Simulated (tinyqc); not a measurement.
## Charge centroid from charge and shift

Question. A sheet of N electrons in the storage layer of a charge-trap cell shifts the threshold by U = (q/eps0) N (tb/eb + xc tn/en). Find xc and the distance xc tn from the blocking layer.

Values chosen for this exercise:
- tn = 7.1 nm (storage layer)
- en = 7.3 (its relative permittivity)
- tb = 7 nm (blocking layer)
- eb = 3.9 (its relative permittivity)

Constants: q = 1.602176634e-19 C, eps0 = 8.8541878128e-14 F/cm where lengths are in cm. Results are converted to the units shown.

N = 3.7e12 cm^-2
U = 1.4231022 V

Answer. U eps0/(q N) is the electrical distance from the gate; subtract that of the blocking layer.

xc = 0.340
distance = 2.41 nm

Program tinyqc, `OMP_NUM_THREADS=1 python tinyqc.py 2130023 2130024 out.jsonl`; Intel Xeon 2.30GHz, shared host, one thread, about 0.03 s.
